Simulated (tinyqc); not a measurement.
MP2 on RHF in the sto-3g basis, for BeH2, spin multiplicity 1, step by step (part 1 of 2). Computed by tinyqc, a small Python program that keeps every step (integrals from PySCF). Settings: charge = 0, multiplicity = 1, basis = sto-3g, method = RHF, energy threshold = 1e-10, iteration cap = 53, orthogonalisation = canonical, start = Wolfsberg-Helmholz matrix, DIIS depth = 6. Command: `OMP_NUM_THREADS=1 python tinyqc.py 29076 29077 out.jsonl` (the two numbers bound the seeds that draw the settings). One thread of a shared host (Intel(R) Xeon(R) Processor @ 2.60GHz), about 0.1 s of CPU time with the checks. The early iterations of the SCF are left out here.

## One-electron integrals

Geometry (angstrom):
```
atom         x          y         z
Be    0.000000   0.000000  0.000000
H     0.000000   1.439000  0.176000
H     0.000000  -1.411000  0.173000
```

Basis sto-3g: exponents (1/bohr^2) and contraction coefficients of normalised primitives:
```
element  l (shell)   exponent  coefficient
Be           s (1)  30.167871     0.154329
Be           s (1)   5.495115     0.535328
Be           s (1)   1.487193     0.444635
Be           s (2)   1.314833    -0.099967
Be           s (2)   0.305539     0.399513
Be           s (2)   0.099371     0.700115
Be           p (3)   1.314833     0.155916
Be           p (3)   0.305539     0.607684
Be           p (3)   0.099371     0.391957
H            s (1)   3.425251     0.154329
H            s (1)   0.623914     0.535328
H            s (1)   0.168855     0.444635
```

Overlap, kinetic and nuclear-attraction integrals over the contracted functions; the nuclear repulsion is the sum of Za Zb / Rab.

nuclear repulsion = 3.13475206 hartree

overlap S, lower triangle:
```
           1Be 1s    1Be 2s   1Be 2px    1Be 2py   1Be 2pz     2H 1s     3H 1s
1Be 1s   1.000000
1Be 2s   0.259517  1.000000
1Be 2px  0.000000  0.000000  1.000000
1Be 2py  0.000000  0.000000  0.000000   1.000000
1Be 2pz  0.000000  0.000000  0.000000   0.000000  1.000000
2H 1s    0.054577  0.416346  0.000000   0.489432  0.059861  1.000000
3H 1s    0.058059  0.427380  0.000000  -0.498105  0.061072  0.024939  1.000000
```

kinetic energy T (hartree), lower triangle:
```
            1Be 1s    1Be 2s   1Be 2px    1Be 2py   1Be 2pz      2H 1s     3H 1s
1Be 1s    6.693975
1Be 2s   -0.033012  0.211111
1Be 2px   0.000000  0.000000  0.660592
1Be 2py   0.000000  0.000000  0.000000   0.660592
1Be 2pz   0.000000  0.000000  0.000000   0.000000  0.660592
2H 1s    -0.014435  0.053225  0.000000   0.157523  0.019266   0.760032
3H 1s    -0.015032  0.057081  0.000000  -0.166162  0.020373  -0.007933  0.760032
```

nuclear attraction V (hartree), lower triangle:
```
             1Be 1s     1Be 2s    1Be 2px    1Be 2py    1Be 2pz      2H 1s      3H 1s
1Be 1s   -15.298361
1Be 2s    -2.090580  -3.013852
1Be 2px    0.000000   0.000000  -2.925017
1Be 2py    0.000610   0.003252   0.000000  -3.133406
1Be 2pz   -0.003813  -0.033321   0.000000   0.000412  -2.928142
2H 1s     -0.437924  -1.185239   0.000000  -1.359355  -0.169607  -2.865042
3H 1s     -0.466244  -1.227520   0.000000   1.397265  -0.174761  -0.083471  -2.892876
```

core Hamiltonian H = T + V (hartree), lower triangle:
```
            1Be 1s     1Be 2s    1Be 2px    1Be 2py    1Be 2pz      2H 1s      3H 1s
1Be 1s   -8.604386
1Be 2s   -2.123592  -2.802741
1Be 2px   0.000000   0.000000  -2.264425
1Be 2py   0.000610   0.003252   0.000000  -2.472814
1Be 2pz  -0.003813  -0.033321   0.000000   0.000412  -2.267550
2H 1s    -0.452359  -1.132013   0.000000  -1.201832  -0.150341  -2.105010
3H 1s    -0.481276  -1.170440   0.000000   1.231103  -0.154388  -0.091404  -2.132844
```

## Two-electron integrals

Functions are numbered as in S; the eight-fold symmetry (ij|kl) = (ji|kl) = (kl|ij) leaves the list below.

Two-electron integrals (ij|kl) in chemists' order, unique and non-zero (hartree):
```
(11|11) 2.298831    (21|11) 0.392036    (21|21) 0.079539    (22|11) 0.570988
(22|21) 0.143041    (22|22) 0.417683    (31|31) 0.014607    (32|31) 0.021888
(32|32) 0.092265    (33|11) 0.569578    (33|21) 0.143083    (33|22) 0.417589
(33|33) 0.449859    (41|41) 0.014607    (42|41) 0.021888    (42|42) 0.092265
(43|43) 0.024249    (44|11) 0.569578    (44|21) 0.143083    (44|22) 0.417589
(44|33) 0.401360    (44|44) 0.449859    (51|51) 0.014607    (52|51) 0.021888
(52|52) 0.092265    (53|53) 0.024249    (54|54) 0.024249    (55|11) 0.569578
(55|21) 0.143083    (55|22) 0.417589    (55|33) 0.401360    (55|44) 0.401360
(55|55) 0.449859    (61|11) 0.081453    (61|21) 0.016517    (61|22) 0.029950
(61|33) 0.029737    (61|41) 0.001454    (61|42) 0.002740    (61|44) 0.030383
(61|51) 0.000178    (61|52) 0.000335    (61|54) 0.000079    (61|55) 0.029746
(61|61) 0.003598    (62|11) 0.196217    (62|21) 0.049867    (62|22) 0.158451
(62|33) 0.152460    (62|41) 0.006486    (62|42) 0.039647    (62|44) 0.170027
(62|51) 0.000793    (62|52) 0.004849    (62|54) 0.002149    (62|55) 0.152723
(62|61) 0.011455    (62|62) 0.089181    (63|31) 0.004597    (63|32) 0.021470
(63|43) 0.006880    (63|53) 0.000842    (63|63) 0.008241    (64|11) 0.208494
(64|21) 0.053638    (64|22) 0.178743    (64|33) 0.168149    (64|41) 0.010534
(64|42) 0.061578    (64|44) 0.199487    (64|51) 0.000726    (64|52) 0.004906
(64|54) 0.002991    (64|55) 0.168412    (64|61) 0.012882    (64|62) 0.114473
(64|64) 0.151913    (65|11) 0.025500    (65|21) 0.006560    (65|22) 0.021862
(65|33) 0.020566    (65|41) 0.000726    (65|42) 0.004906    (65|44) 0.022716
(65|51) 0.004686    (65|52) 0.022070    (65|54) 0.007143    (65|55) 0.022281
(65|61) 0.001576    (65|62) 0.014001    (65|64) 0.017572    (65|65) 0.010390
(66|11) 0.362837    (66|21) 0.093878    (66|22) 0.334161    (66|33) 0.309939
(66|41) 0.014384    (66|42) 0.113297    (66|44) 0.381273    (66|51) 0.001759
(66|52) 0.013857    (66|54) 0.008725    (66|55) 0.311006    (66|61) 0.022137
(66|62) 0.238456    (66|64) 0.325081    (66|65) 0.039760    (66|66) 0.774606
(71|11) 0.086687    (71|21) 0.017577    (71|22) 0.031865    (71|33) 0.031636
(71|41) -0.001552   (71|42) -0.002919   (71|44) 0.032329    (71|51) 0.000190
(71|52) 0.000358    (71|54) -0.000085   (71|55) 0.031646    (71|61) 0.003498
(71|62) 0.010302    (71|64) 0.010672    (71|65) 0.001428    (71|66) 0.019160
(71|71) 0.004076    (72|11) 0.203702    (72|21) 0.051742    (72|22) 0.163757
(72|33) 0.157628    (72|41) -0.006739   (72|42) -0.040735   (72|44) 0.175596
(72|51) 0.000826    (72|52) 0.004994    (72|54) -0.002203   (72|55) 0.157898
(72|61) 0.010047    (72|62) 0.048262    (72|64) 0.049603    (72|65) 0.007474
(72|66) 0.095251    (72|71) 0.012646    (72|72) 0.094278    (73|31) 0.004836
(73|32) 0.022417    (73|43) -0.007121   (73|53) 0.000873    (73|63) 0.003591
(73|73) 0.008861    (74|11) -0.214605   (74|21) -0.055192   (74|22) -0.183238
(74|33) -0.172379   (74|41) 0.010971    (74|42) 0.063366    (74|44) -0.204503
(74|51) -0.000752   (74|52) -0.005021   (74|54) 0.003066    (74|55) -0.172648
(74|61) -0.010309   (74|62) -0.049043   (74|64) -0.048475   (74|65) -0.007481
(74|66) -0.095569   (74|71) -0.014123   (74|72) -0.120183   (74|74) 0.158641
(75|11) 0.026312    (75|21) 0.006767    (75|22) 0.022467    (75|33) 0.021135
(75|41) -0.000752   (75|42) -0.005021   (75|44) 0.023328    (75|51) 0.004928
(75|52) 0.023033    (75|54) -0.007390   (75|55) 0.022914    (75|61) 0.001385
(75|62) 0.007444    (75|64) 0.007530    (75|65) 0.004717    (75|66) 0.015023
(75|71) 0.001732    (75|72) 0.014735    (75|74) -0.018364   (75|75) 0.011113
(76|11) 0.015434    (76|21) 0.003823    (76|22) 0.010854    (76|33) 0.010674
(76|41) 4.60e-06    (76|42) 0.000034    (76|44) 0.011159    (76|51) 0.000122
(76|52) 0.000592    (76|54) 2.52e-06    (76|55) 0.010723    (76|61) 0.000806
(76|62) 0.004277    (76|64) 0.004903    (76|65) 0.000733    (76|66) 0.009318
(76|71) 0.000856    (76|72) 0.004382    (76|74) -0.004968   (76|75) 0.000749
(76|76) 0.000290    (77|11) 0.369749    (77|21) 0.095634    (77|22) 0.338613
(77|33) 0.314024    (77|41) -0.014870   (77|42) -0.115113   (77|44) 0.386436
(77|51) 0.001823    (77|52) 0.014114    (77|54) -0.008878   (77|55) 0.315112
(77|61) 0.018324    (77|62) 0.093192    (77|64) 0.094522    (77|65) 0.014766
(77|66) 0.185656    (77|71) 0.024032    (77|72) 0.245834    (77|74) -0.333202
(77|75) 0.040853    (77|76) 0.009318    (77|77) 0.774606
```

## Orthogonalisation

S = U s U^T; canonical form X = U s^(-1/2), so that X^T S X = 1. Each column of U has its largest component positive (the first on a tie).

eigenvalues of S: 0.288655  0.381515  0.930206  1.000000  1.016349  1.682470  1.700805

X:
```
                 1          2          3         4          5          6          7
1Be 1s    0.020243  -0.352727   0.858683  0.000000  -0.396033   0.110242   0.225761
1Be 2s   -0.094681   1.163164  -0.120649  0.000000  -0.077162   0.227442   0.469317
1Be 2px   0.000000   0.000000   0.000000  1.000000   0.000000   0.000000   0.000000
1Be 2py   1.301048   0.080091   0.002438  0.000000  -0.001081   0.495544  -0.237305
1Be 2pz  -0.012024   0.145539   0.440360  0.000000   0.890031   0.026778   0.055198
2H 1s    -0.875283  -0.801597  -0.256574  0.000000   0.121371   0.498379   0.152603
3H 1s     0.997986  -0.688193  -0.251764  0.000000   0.119293  -0.189259   0.483820
```

## Starting guess

The start is the generalised Wolfsberg-Helmholz matrix (K = 1.75) built on H; D = 2 C_occ C_occ^T.

D at the start, lower triangle:
```
            1Be 1s    1Be 2s   1Be 2px    1Be 2py   1Be 2pz     2H 1s     3H 1s
1Be 1s    2.042905
1Be 2s   -0.145999  0.692621
1Be 2px   0.000000  0.000000  0.000000
1Be 2py  -0.001291  0.009323  0.000000   0.753949
1Be 2pz  -0.034576  0.090722  0.000000   0.001376  0.012002
2H 1s    -0.205446  0.448955  0.000000   0.411478  0.059743  0.515211
3H 1s    -0.206541  0.445918  0.000000  -0.409236  0.059184  0.071909  0.522071
```

## Iteration 7 (converged): orbitals

converged F (hartree), lower triangle:
```
            1Be 1s     1Be 2s   1Be 2px    1Be 2py    1Be 2pz      2H 1s      3H 1s
1Be 1s   -4.521906
1Be 2s   -1.288550  -0.614068
1Be 2px   0.000000   0.000000  0.213495
1Be 2py   0.000079   0.004057  0.000000  -0.193326
1Be 2pz   0.002811  -0.024923  0.000000   0.000727   0.209484
2H 1s    -0.279568  -0.375919  0.000000  -0.317174  -0.030554  -0.268917
3H 1s    -0.297199  -0.385981  0.000000   0.321361  -0.031180  -0.032835  -0.279484
```

Diagonalise F' = X^T F X, C = X C', fill 3 alpha and 3 beta electrons from the bottom; D = 2 C_occ C_occ^T. Each column has its largest component positive (the first on a tie).

F' = X^T F X (hartree), lower triangle:
```
           1          2          3         4          5          6          7
1   0.807824
2   0.020464   0.353021
3  -0.020759   0.494587  -2.851596
4   0.000000   0.000000   0.000000  0.213495
5   0.008278  -0.218347   1.551095  0.000000  -0.577256
6   0.037785   0.094151  -0.623495  0.000000   0.329452  -0.556371
7  -0.027154   0.188125  -1.289819  0.000000   0.681135  -0.334064  -1.094034
```

orbital energies (hartree): MO1 -4.525316, MO2 -0.439579, MO3 -0.397960, MO4 0.206220, MO5 0.213495, MO6 0.427730, MO7 0.810492

coefficients C:
```
               MO1        MO2        MO3        MO4       MO5        MO6        MO7
1Be 1s    0.991783  -0.216864  -0.013832   0.056901  0.000000  -0.219118   0.004614
1Be 2s    0.031676   0.577971   0.041467  -0.247343  0.000000   1.120162  -0.041219
1Be 2px   0.000000   0.000000   0.000000   0.000000  1.000000   0.000000   0.000000
1Be 2py  -0.000028  -0.033342   0.498345  -0.000901  0.000000   0.021450   1.323293
1Be 2pz  -0.000064   0.028338   0.001689   0.967982  0.000000   0.270787  -0.006452
2H 1s    -0.003549   0.362981   0.443727   0.110279  0.000000  -0.786199  -0.895532
3H 1s    -0.003441   0.418898  -0.388472   0.108572  0.000000  -0.758496   0.950579
```

D after iteration 7, lower triangle:
```
            1Be 1s    1Be 2s   1Be 2px    1Be 2py   1Be 2pz      2H 1s     3H 1s
1Be 1s    2.061708
1Be 2s   -0.188997  0.673546
1Be 2px   0.000000  0.000000  0.000000
1Be 2py   0.000619  0.002786  0.000000   0.498918
1Be 2pz  -0.012464  0.032893  0.000000  -0.000206  0.001612
2H 1s    -0.176750  0.456159  0.000000   0.418053  0.022072   0.657323
3H 1s    -0.177767  0.451786  0.000000  -0.415119  0.022430  -0.040622  0.652795
```

## Convergence

Stop when the energy changes by less than 1e-10 hartree and every element of the error matrix X^T (F D S - S D F) X is below 3e-06.

Course of the cycle:
```
iteration   E (hartree)     change  largest element of the error matrix
1          -15.52244197          -                             1.60e-01
2          -15.54371940  -2.13e-02                             2.21e-02
3          -15.54440615  -6.87e-04                             3.05e-03
4          -15.54443872  -3.26e-05                             2.77e-04
5          -15.54443888  -1.61e-07                             3.94e-05
6          -15.54443888  -4.05e-09                             3.67e-06
7          -15.54443888  -3.48e-11                             9.19e-07
```

PySCF RHF in the same basis = -15.54443888 hartree

Converged in 7 iterations.

## Populations, bond orders and dipole

Mulliken: Z minus the diagonal of D S on the atom; Loewdin: the same with S^(1/2) D S^(1/2); Mayer order: 2 sum_s sum (D(s) S)_ij (D(s) S)_ji over the two atoms.

Charges (e):
```
atom   Mulliken    Loewdin
1Be    0.085202   0.070527
2H    -0.042513  -0.035380
3H    -0.042689  -0.035147
```

Mayer bond orders:
```
pair     order
2-1   0.995975
3-1   0.995960
3-2   0.002218
```

dipole moment about the origin, x y z (debye): 0.000000  -0.007967  -0.554114

## Integrals over molecular orbitals

(pq|rs) = sum C_ip C_jq C_kr C_ls (ij|kl), one index at a time.

one-electron integrals over orbitals h = C^T H C (hartree), lower triangle:
```
           1          2          3          4          5          6          7
1  -8.592873
2   0.215144  -2.388836
3   0.013985   0.004895  -2.334627
4  -0.059404   0.016293   0.002511  -2.253173
5   0.000000   0.000000   0.000000   0.000000  -2.264425
6   0.192420  -0.209108  -0.025581  -0.060266   0.000000  -1.916809
7  -0.003273   0.020830  -0.293589   0.000846   0.000000  -0.002052  -1.841066
```

Two-electron integrals over orbitals (pq|rs), unique and non-zero (hartree):
```
(11|11) 2.271634    (21|11) -0.191579   (21|21) 0.024908    (22|11) 0.473134
(22|21) -0.005906   (22|22) 0.391641    (31|11) -0.012165   (31|21) 0.001190
(31|22) -0.002178   (31|31) 0.005576    (32|11) 0.000180    (32|21) -0.001114
(32|22) -0.023528   (32|31) 0.012350    (32|32) 0.158552    (33|11) 0.440070
(33|21) -0.002654   (33|22) 0.397405    (33|31) 0.001422    (33|32) 0.019464
(33|33) 0.425847    (41|11) 0.048759    (41|21) -0.005818   (41|22) 0.003945
(41|31) -0.000391   (41|32) 0.000047    (41|33) 0.002254    (41|41) 0.016518
(42|11) -0.021554   (42|21) 0.001906    (42|22) 0.011660    (42|31) 0.000107
(42|32) -0.000965   (42|33) 0.012055    (42|41) 0.013959    (42|42) 0.048317
(43|11) -0.001982   (43|21) 0.000142    (43|22) -0.001357   (43|31) -0.000151
(43|32) 0.014775    (43|33) 0.002812    (43|41) 0.000917    (43|42) 0.002129
(43|43) 0.015948    (44|11) 0.565193    (44|21) -0.007915   (44|22) 0.358960
(44|31) -0.000478   (44|32) -0.000115   (44|33) 0.345934    (44|41) -0.005967
(44|42) -0.029741   (44|43) -0.002341   (44|44) 0.454230    (51|51) 0.015761
(52|51) 0.015037    (52|52) 0.048131    (53|51) 0.000989    (53|52) 0.002194
(53|53) 0.013744    (54|51) -0.004033   (54|52) -0.010603   (54|53) -0.000741
(54|54) 0.026193    (55|11) 0.569179    (55|21) -0.007598   (55|22) 0.361906
(55|31) -0.000466   (55|32) -0.000089   (55|33) 0.346693    (55|41) 0.001606
(55|42) -0.010279   (55|43) -0.000991   (55|44) 0.399976    (55|55) 0.449859
(61|11) -0.182668   (61|21) 0.024431    (61|22) -0.005635   (61|31) 0.001776
(61|32) 0.000331    (61|33) -0.003009   (61|41) -0.002475   (61|42) 0.004531
(61|43) 0.000297    (61|44) -0.007018   (61|55) -0.005035   (61|61) 0.024882
(62|11) 0.121958    (62|21) -0.006056   (62|22) -0.018438   (62|31) -0.000094
(62|32) 0.006879    (62|33) -0.041263   (62|41) 0.004400    (62|42) -0.004299
(62|43) 0.000046    (62|44) 0.051533    (62|55) 0.058551    (62|61) -0.003649
(62|62) 0.079227    (63|11) 0.012832    (63|21) -0.000374   (63|22) 0.011857
(63|31) -0.001479   (63|32) -0.090588   (63|33) -0.015142   (63|41) 0.000305
(63|42) -0.000025   (63|43) -0.012402   (63|44) 0.005800    (63|55) 0.006375
(63|61) -0.000371   (63|62) 0.002957    (63|63) 0.083095    (64|11) 0.020918
(64|21) 0.000429    (64|22) 0.003582    (64|31) -0.000042   (64|32) -0.000467
(64|33) -0.003955   (64|41) 0.013872    (64|42) 0.037530    (64|43) 0.002710
(64|44) -0.003778   (64|55) 0.007854    (64|61) 0.003689    (64|62) 0.023692
(64|63) 0.002493    (64|64) 0.042792    (65|51) 0.015868    (65|52) 0.045739
(65|53) 0.003391    (65|54) -0.006972   (65|65) 0.048556    (66|11) 0.474789
(66|21) -0.006454   (66|22) 0.390515    (66|31) -0.000011   (66|32) 0.004659
(66|33) 0.400569    (66|41) 0.009587    (66|42) 0.028504    (66|43) 0.002597
(66|44) 0.353409    (66|55) 0.362542    (66|61) -0.004191   (66|62) -0.022941
(66|63) -0.005396   (66|64) 0.016820    (66|66) 0.415643    (71|11) 0.003698
(71|21) -0.001242   (71|22) -0.002588   (71|31) 0.010275    (71|32) 0.018826
(71|33) 0.002537    (71|41) 0.000030    (71|42) -0.000051   (71|43) -0.000756
(71|44) 0.000106    (71|55) 0.000056    (71|61) -0.000099   (71|62) 0.000399
(71|63) -0.000925   (71|64) -0.000192   (71|66) 0.000738    (71|71) 0.019676
(72|11) -0.011442   (72|21) 0.000170    (72|22) 0.006988    (72|31) 0.004013
(72|32) -0.041813   (72|33) -0.002814   (72|41) -0.000046   (72|42) 0.002274
(72|43) -0.013201   (72|44) -0.004851   (72|55) -0.004976   (72|61) 0.000485
(72|62) -0.009384   (72|63) 0.059655    (72|64) -0.000936   (72|66) 0.000495
(72|71) 0.007760    (72|72) 0.057172    (73|11) 0.144018    (73|21) -0.004561
(73|22) -0.003384   (73|31) 0.000155    (73|32) 0.000549    (73|33) -0.019216
(73|41) -0.000363   (73|42) -0.018781   (73|43) -0.002080   (73|44) 0.063577
(73|55) 0.064016    (73|61) -0.003657   (73|62) 0.072399    (73|63) 0.009302
(73|64) 0.010523    (73|66) -0.023329   (73|71) 0.000795    (73|72) -0.004521
(73|73) 0.084354    (74|11) -0.000331   (74|21) 0.000219    (74|22) 0.004268
(74|31) -0.003092   (74|32) -0.031333   (74|33) -0.004248   (74|41) -0.000348
(74|42) -0.001753   (74|43) 0.010602    (74|44) 0.000307    (74|55) -0.000013
(74|61) -0.000206   (74|62) -0.001629   (74|63) 0.018844    (74|64) -0.000469
(74|66) -0.001566   (74|71) -0.005220   (74|72) 0.005223    (74|73) -0.000295
(74|74) 0.023526    (75|51) -0.000401   (75|52) -0.002097   (75|53) 0.013369
(75|54) 0.000200    (75|65) -0.000818   (75|75) 0.016727    (76|11) 0.000950
(76|21) -0.000775   (76|22) -0.018829   (76|31) 0.010023    (76|32) 0.135846
(76|33) 0.018815    (76|41) -0.000205   (76|42) -0.001580   (76|43) 0.016415
(76|44) 0.000068    (76|55) -0.000260   (76|61) 0.000309    (76|62) 0.005016
(76|63) -0.089720   (76|64) -0.001272   (76|66) 0.005308    (76|71) 0.015568
(76|72) -0.051592   (76|73) -0.000592   (76|74) -0.026568   (76|76) 0.131641
(77|11) 0.561125    (77|21) -0.008202   (77|22) 0.414765    (77|31) -0.000902
(77|32) -0.007825   (77|33) 0.430491    (77|41) 0.001365    (77|42) 0.002547
(77|43) -0.000703   (77|44) 0.386328    (77|55) 0.384364    (77|61) -0.008092
(77|62) -0.027500   (77|63) 0.003041    (77|64) -0.006942   (77|66) 0.421682
(77|71) -0.000349   (77|72) 0.004271    (77|73) -0.002783   (77|74) 0.001275
(77|76) -0.005267   (77|77) 0.470650
```
